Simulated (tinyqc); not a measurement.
Worked calculation: Raman shift of the zone-centre optical phonon of a diamond-structure crystal under stress. Computed by tinyqc, a small Python program that keeps every step. Command: `OMP_NUM_THREADS=1 python tinyqc.py 3018943 3018944 out.jsonl ramanstress walk`. One thread of a shared host (Intel(R) Xeon(R) Processor @ 2.30GHz), about 0.01 s of CPU time with the checks. Intermediate numbers are printed to about 6 digits and carried at full precision; extremes and crossings named in words are read from the listed rows.

Axes x, y, z are the cube axes. Strain shifts the threefold optical mode and can split it; p, q and r are the phonon deformation potentials.

Inputs (values chosen for the exercise, for a model crystal): unstrained frequency omega_0 = 441 1/cm; p/omega_0^2 = -1.74; q/omega_0^2 = -1.62; r/omega_0^2 = -1.25; C11 = 232 GPa; C12 = 89.2 GPa; C44 = 86.8 GPa; stress sigma (tension positive) = 0.52 GPa; polarisation angle phi = 45 degree; temperature coefficient d omega/dT = -0.017 1/(cm K); local temperature T = 520 K; laser wavelength = 514.5 nm.

Stress state: uniaxial. Axis: [111].

Constants: h = 6.62607015e-34 J s; c = 299792458 m/s; k_B = 1.380649e-23 J/K.

## Compliances

S11 = (C11 + C12)/D, S12 = -C12/D, D = (C11 - C12)(C11 + 2 C12), S44 = 1/C44.

S11 = 5.48075 1/TPa

S12 = -1.52205 1/TPa

S44 = 11.5207 1/TPa

## Stress and strain tensors

Uniaxial stress along the unit vector n of the axis: sigma_ij = sigma n_i n_j. eps_xx = S11 sigma_xx + S12 (sigma_yy + sigma_zz), and cyclic; eps_xy = S44 sigma_xy/2 (tensor strain).

stress (GPa), rows x, y, z:
$$\begin{pmatrix}
0.173333 & 0.173333 & 0.173333 \\
0.173333 & 0.173333 & 0.173333 \\
0.173333 & 0.173333 & 0.173333
\end{pmatrix}$$

strain (per mille), rows x, y, z:
$$\begin{pmatrix}
0.422352 & 0.998464 & 0.998464 \\
0.998464 & 0.422352 & 0.998464 \\
0.998464 & 0.998464 & 0.422352
\end{pmatrix}$$

volume strain = 1.26706 per mille

## Secular matrix and shifts

Secular matrix: M_xx = p eps_xx + q (eps_yy + eps_zz), M_xy = 2 r eps_xy; its eigenvalues are omega^2 - omega_0^2, and the shifts are these over 2 omega_0.

M/(2 omega_0) (1/cm), rows x, y, z:
$$\begin{pmatrix}
-0.463781 & -0.550403 & -0.550403 \\
-0.550403 & -0.463781 & -0.550403 \\
-0.550403 & -0.550403 & -0.463781
\end{pmatrix}$$

shifts, in rising order (1/cm): [-1.56459, 0.08662, 0.08662]

The triplet splits into a singlet and a doublet. The shifts differ in sign.

## Mean shift and Grueneisen parameter

gamma = -(p + 2q)/(6 omega_0^2); the mean of the three shifts is -gamma omega_0 x (volume strain).

mode Grueneisen parameter gamma = 0.83

mean shift = -0.463781 1/cm

## The line seen from a (001) surface

Backscattering from a (001) surface: incident polarisation (cos phi, sin phi, 0). With Raman tensors (R_z)_xy = (R_z)_yx = 1 and cyclic, only the z component u_z of a mode counts: I = u_z^2 sin^2(2 phi) for parallel and u_z^2 cos^2(2 phi) for crossed polarisers. An unresolved line sits at the intensity-weighted shift, which is M_zz/(2 omega_0).

total intensity, parallel = 1

total intensity, crossed = 0

shift of the observed line = -0.463781 1/cm

shift per stress = -0.891886 1/(cm GPa)

stress per shift = -1121.22 MPa cm

Shear mixes z with x and y, so the line is a blend of modes with different shifts. Caution: this stress has components normal to the (001) face, so it cannot reach a free (001) surface; it can act on buried material.

## The same stress in different states

Uniaxial: sigma n n^T; biaxial: sigma (1 - n n^T); hydrostatic: sigma 1. The line seen from (001) is taken as unresolved, at the intensity-weighted shift M_zz/(2 omega_0).

Shifts (1/cm):
```
state                    lowest    middle   highest  line seen from (001)
uniaxial [100]         -0.52802  -0.43166  -0.43166              -0.43166
uniaxial [110]         -1.30544  -0.43166   0.34577              -0.43166
uniaxial [001]         -0.52802  -0.43166  -0.43166              -0.52802
uniaxial [111]         -1.56459   0.08662   0.08662              -0.46378
biaxial, normal [001]  -0.95968  -0.95968  -0.86333              -0.86333
biaxial, normal [111]  -1.47796  -1.47796   0.17325              -0.92756
hydrostatic            -1.39134  -1.39134  -1.39134              -1.39134
```

Seen from (001), uniaxial stress along [100] and along [110] give the same shift (-0.432), and equal biaxial stress in the plane gives twice as much (-0.863), since only sigma_xx + sigma_yy and sigma_zz enter M_zz. Stress along [001] gives -0.528. One measured shift therefore fixes the stress only once its state is assumed: read as uniaxial in the plane, a shift implies twice the stress that it does read as biaxial.

## Heating mistaken for stress

A temperature above 300 K shifts the line by (d omega/dT)(T - 300 K); divided by the shift per stress it poses as a stress; the total shift adds it to the shift of the observed line. The anti-Stokes to Stokes ratio is [(omega_L + omega_0)/(omega_L - omega_0)]^3 exp(-h c omega_0/(k_B T)) in photon counts, omega_L = 1/wavelength, resonance effects left out.

thermal shift = -3.74 1/cm

apparent stress from heating = 4.19336 GPa

total shift = -4.20378 1/cm

anti-Stokes/Stokes ratio = 0.338229

Heating poses as tension, 806 % of the true stress in size; the intensity ratio gives T apart from the shift.

Checks made by the program: mean of the eigenvalues against the trace rule (relative difference below 1e-10); weighted mean of the modes against M_zz (relative difference below 1e-10).
